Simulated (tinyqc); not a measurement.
Worked calculation: solid solubility of a dopant against its melt (retrograde solidus), clustering and the electrically active fraction. Computed by tinyqc, a small Python program that keeps every step. Command: `OMP_NUM_THREADS=1 python tinyqc.py 3025692 3025693 out.jsonl retro walk`. One thread of a shared host (Intel(R) Xeon(R) Processor @ 2.30GHz), about 0.01 s of CPU time with the checks. Intermediate numbers are printed to about 5 digits and carried at full precision; extremes and crossings named in words are read from the listed rows.

Inputs (values chosen for the exercise, of the order of those of aluminium in silicon for the solubility):

| quantity | value | unit |
|---|---|---|
| melting point of the host T_m | 1687 | K |
| heat of melting of the host H_f | 50.2 | kJ/mol |
| interaction L of the melt | -4 | kJ/mol |
| enthalpy of transfer from melt to solid H | 0.628 | eV |
| entropy of transfer S | -1.68 | k_B |
| site density N0 | 5e+22 | 1/cm^3 |
| temperature T | 1350 | K |
| total dopant density N_t | 4.6e+20 | 1/cm^3 |
| atoms per cluster m | 3 | - |
| cluster scale N* at 1273 K | 3.4e+20 | 1/cm^3 |
| activation energy E_b of the cluster scale | 0.47 | eV |
| anneal temperature T_a | 1125 | K |
| mobility mu | 65 | cm^2/(V s) |

Clustering: clusters of m atoms, electrons left out.

Constants: R = 8.314462618 J/(mol K); k_B = 8.617333262e-05 eV/K; e = 1.602176634e-19 C; N_A = 6.02214076e+23 1/mol.

## Liquidus and solidus at T

x_l and x_s are atom fractions of the dopant in melt and solid; the solid is dilute. Liquidus of the host: R T ln(1 - x_l) + L x_l^2 = -H_f (1 - T/T_m). Distribution: k = x_s/x_l = exp[L (1 - x_l)^2/(R T)] exp(S/k_B - H/(k_B T)), the first factor being the activity coefficient in the melt. Solubility = x_s N0; at T_m x_l = 0.

x_l = 0.54504

distribution coefficient k = 7.8329e-04

x_s = 4.2692e-04

solubility = 2.1346e+19 1/cm^3

k at the melting point = 0.0018640

k has changed by a factor 0.42 from its value at T_m, while x_l has grown from 0 to 0.545.

## The retrograde maximum

The largest x_s N0 between 900 K and T_m. For an ideal melt with constant heats the maximum has x_l = H_f/(H + H_f), H in the same units.

temperature of the maximum = 1426.4 K

largest solubility = 2.2532e+19 1/cm^3

x_l there = 0.44418

ideal-melt value H_f/(H + H_f) = 0.45310

The maximum lies 261 K below T_m: above it the melt runs out of dopant, below it k falls as exp(-H/(k_B T)).

## The solidus

The formulas are those given above.

Against temperature:

| T (K) | x_l | k | solubility (1/cm^3) | over the maximum |
|---|---|---|---|---|
| 1000 | 0.87623 | 0.0001265 | 5.5436e+18 | 0.24603 |
| 1100 | 0.80357 | 0.0002431 | 9.7677e+18 | 0.43350 |
| 1200 | 0.71309 | 0.0004155 | 1.4814e+19 | 0.65747 |
| 1300 | 0.60537 | 0.0006468 | 1.9577e+19 | 0.86883 |
| 1400 | 0.48026 | 0.0009319 | 2.2378e+19 | 0.99313 |
| 1500 | 0.33629 | 0.0012561 | 2.1121e+19 | 0.93737 |
| 1580 | 0.20512 | 0.0015264 | 1.5655e+19 | 0.69477 |
| 1640 | 0.09509 | 0.0017226 | 8.1899e+18 | 0.36347 |
| 1675 | 0.02514 | 0.0018294 | 2.2993e+18 | 0.10204 |

Between the first rows the Arrhenius energy of the solubility is 0.54 eV, against H = 0.628 eV; it shrinks to zero at 1426 K and turns negative beyond. A crystal saturated at the maximum precipitates dopant-rich liquid on cooling and on heating alike. Below a eutectic or compound temperature another phase would set the limit.

## Active fraction after the anneal

A highly soluble donor (another dopant than that of the solidus) is limited by clustering. Donors N_a are active, and clusters hold m atoms each: N_t = N_a + m C, m C = N* (N_a/N*)^m, with N*(T) = N*(1273 K) exp[-(E_b/k_B)(1/T - 1/1273)]. Resistivity = 1/(e mu N_a).

N*(T_a) = 1.9350e+20 1/cm^3

active density N_a = 2.1059e+20 1/cm^3

active fraction = 0.45780

resistivity = 0.45598 milliohm cm

Doubling the dose would raise N_a by only 36 %. Caution: this clustering law is a generic form; degeneracy and a doping-dependent mobility are left out.

## Active against total

A highly soluble donor (another dopant than that of the solidus) is limited by clustering. Donors N_a are active, and clusters hold m atoms each: N_t = N_a + m C, m C = N* (N_a/N*)^m, with N*(T) = N*(1273 K) exp[-(E_b/k_B)(1/T - 1/1273)].

Active density (1/cm^3):

| N_t (1/cm^3) | N_a at T_a | fraction | N_a at T_a + 150 K | N_a at T_a - 150 K |
|---|---|---|---|---|
| 1.00e+19 | 9.9735e+18 | 0.99735 | 9.9915e+18 | 9.8853e+18 |
| 3.00e+19 | 2.9326e+19 | 0.97755 | 2.9775e+19 | 2.7525e+19 |
| 1.00e+20 | 8.4109e+19 | 0.84109 | 9.3110e+19 | 6.5950e+19 |
| 2.00e+20 | 1.3471e+20 | 0.67356 | 1.6302e+20 | 9.5761e+19 |
| 5.00e+20 | 2.1910e+20 | 0.43820 | 2.9058e+20 | 1.4418e+20 |
| 1.00e+21 | 2.9741e+20 | 0.29741 | 4.1033e+20 | 1.8970e+20 |
| 2.00e+21 | 3.9195e+20 | 0.19597 | 5.5341e+20 | 2.4542e+20 |
| 5.00e+21 | 5.5027e+20 | 0.11005 | 7.9011e+20 | 3.3987e+20 |

The exponent d ln N_a/d ln N_t falls from 0.98 to 0.37, towards 1/m = 0.333. At the highest dose a 150 K hotter anneal gives 1.44 times the active density, and a later step 150 K cooler would cut it to 0.62 if it ran to equilibrium: short hot anneals come last. For ionised donors far above n_i the electrons enter the mass action too and halve the limiting exponent.

Checks made by the program: the ideal-melt maximum (relative difference 2e-08).
